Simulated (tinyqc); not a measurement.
# Resistance of a source-drain extension with a graded tip: two studies

y runs along the channel, the gate covers y > 0. The doping is N0 for y < y0 and N0 10^(-(y - y0)/la) beyond, uniform over the depth xj. Sheet conductance s(y) = q mu(N) max(N - Nch, 0) xj + (for y > 0) ma Cox Vo, with mu(N) = u0 + (u1 - u0)/(1 + (N/Nr)^au) and Cox = eps0 eox/tox. Current is taken as one-dimensional; depletion of the tip, spreading and the contact are left out. The metallurgical junction lies at yj, where N = Nch.

Inputs (values chosen for the exercise); mobility law close to that of holes in silicon:
- eox = 3.9 (relative permittivity of the gate insulator (close to silicon dioxide))
- tox = 1.4 nm (insulator thickness)
- N0 = 1.1e20 cm^-3 (active doping of the extension far from the gate)
- la = 5.1 nm/decade (lateral abruptness)
- xj = 27 nm (depth of the extension)
- Nch = 5.2e17 cm^-3 (channel doping)
- Ls = 23 nm (spacer length)
- Vo = 0.48 V (gate overdrive)
- ma = 68 cm^2/(V s) (mobility of the gate-induced layer)
- u1 = 470.5 cm^2/(V s) (mobility at low doping)
- u0 = 44.9 cm^2/(V s) (mobility at high doping)
- Nr = 2.23e17 cm^-3 (reference doping)
- au = 0.719 (exponent)
- Lg = 50 nm (gate length)

Constants: q = 1.602176634e-19 C, eps0 = 8.8541878128e-14 F/cm where lengths are in cm. Results are converted to the units shown.

Each table varies one quantity; the others keep the values above.

## Abruptness at a fixed junction position

R_spacer = integral of dy/s from -Ls to 0, R_ov from 0 to yj, R_channel = (Lg - 2 yj)/(ma Cox Vo), R_total = 2 R_spacer + 2 R_ov + R_channel. Electrical length L_eff = ma Cox dR_total/d(1/Vo); R_series = R_total - L_eff/(ma Cox Vo). y0 is moved with la so that yj stays at 15.959 nm.

The same in every row: yj (nm) = 15.96; R_channel (ohm um) = 224.6.

Abruptness at a fixed junction position:

| la (nm/decade) | R_spacer (ohm um) | R_ov (ohm um) | R_total (ohm um) | L_eff (nm) | R_series (ohm um) |
|---|---|---|---|---|---|
| 1 | 9.757 | 15.26 | 274.6 | 18.96 | 39.10 |
| 2.3 | 9.757 | 26.60 | 297.3 | 20.06 | 48.11 |
| 3.6 | 9.757 | 37.93 | 320.0 | 21.16 | 57.11 |
| 4.9 | 9.757 | 49.26 | 342.6 | 22.26 | 66.11 |
| 6.1 | 9.757 | 59.73 | 363.6 | 23.28 | 74.42 |
| 7.4 | 9.866 | 70.96 | 386.2 | 24.38 | 83.46 |
| 8.7 | 11.13 | 81.16 | 409.2 | 25.46 | 92.94 |
| 10 | 13.94 | 90.06 | 432.6 | 26.50 | 103.4 |

What does the table show?

As la goes from 1 to 10 nm/decade, R_total rises from 275 to 433 ohm um, R_spacer rises from 9.76 to 13.9 ohm um and R_ov rises from 15.3 to 90.1 ohm um. R_total changes on average by 17.6 ohm um for each nm/decade. L_eff exceeds the metallurgical length by 0.881 nm in the first row and 8.42 nm in the last, since the gate also controls the lightly doped tips.

## Effect of the position under the gate where the fall begins

Same model as above.

Effect of the position under the gate where the fall begins:

| y0 (nm) | yj (nm) | R_spacer (ohm um) | R_ov (ohm um) | R_channel (ohm um) | R_total (ohm um) | L_eff (nm) | R_series (ohm um) |
|---|---|---|---|---|---|---|---|
| -6 | 5.859 | 17.76 | 40.48 | 475.5 | 592.0 | 42.40 | 65.30 |
| -4 | 7.859 | 12.33 | 45.45 | 425.8 | 541.4 | 38.57 | 62.35 |
| -2 | 9.859 | 10.23 | 48.07 | 376.1 | 492.7 | 34.61 | 62.82 |
| 0 | 11.86 | 9.757 | 49.33 | 326.4 | 444.6 | 30.62 | 64.24 |
| 2 | 13.86 | 9.757 | 50.15 | 276.8 | 396.6 | 26.63 | 65.83 |
| 4 | 15.86 | 9.757 | 50.97 | 227.1 | 348.5 | 22.63 | 67.42 |
| 6 | 17.86 | 9.757 | 51.79 | 177.4 | 300.5 | 18.64 | 69.00 |
| 8 | 19.86 | 9.757 | 52.61 | 127.7 | 252.4 | 14.64 | 70.59 |

As y0 goes from -6 to 8, R_total falls from 592 to 252 ohm um, L_eff falls from 42.4 to 14.6 nm and R_series goes from 65.3 through a minimum of 62.4 (at y0 = -4 among the rows listed) to 70.6 ohm um. More overlap also shortens the channel and adds capacitance, effects on threshold and speed that are left out.

Numbers from tinyqc (`OMP_NUM_THREADS=1 python tinyqc.py 2282104 2282105 out.jsonl`; about 0.03 s on one thread of a shared Intel Xeon 2.30GHz).
